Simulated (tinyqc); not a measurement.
# Pull-up strength from the switching point

Problem. Transistor (EKV form, voltages against the body): I = 2 n b Vt^2 [F(vp - Vs) - F(vp - Vd)] from drain to source, F(v) = ln^2(1 + exp(v/(2 Vt))), vp = (Vg - VT + sg |Vd - Vs|)/n. n-channel bodies are at 0; for the p-channel device all voltages are counted down from Vdd. b in uA/V^2 gives I in uA. In an inverter In(Vg = Vd = VM) equals Ip at the switching point VM. Find bp and the current there.

Values chosen for this exercise: temperature T = 293 K; supply voltage Vdd = 0.9 V; slope factor n = 1.22; drain-induced barrier lowering sg = 0.042; n-channel threshold VTn = 0.42 V; p-channel threshold (magnitude) VTp = 0.25 V; gain factor of the pull-down transistor bn = 570 uA/V^2.

Constants: q = 1.602176634e-19 C, kB = 1.380649e-23 J/K, Vt = kB T/q. Results are converted to the units shown.

VM = 0.556186967 V

Solution. Ip is proportional to bp, so bp is In(VM) over the p-channel current for unit b.

bp = 1.10e3 uA/V^2
current at VM = 6.28 uA

tinyqc, about 0.03 s, one thread, Intel Xeon 2.30GHz (shared host): `OMP_NUM_THREADS=1 python tinyqc.py 2340031 2340032 out.jsonl`
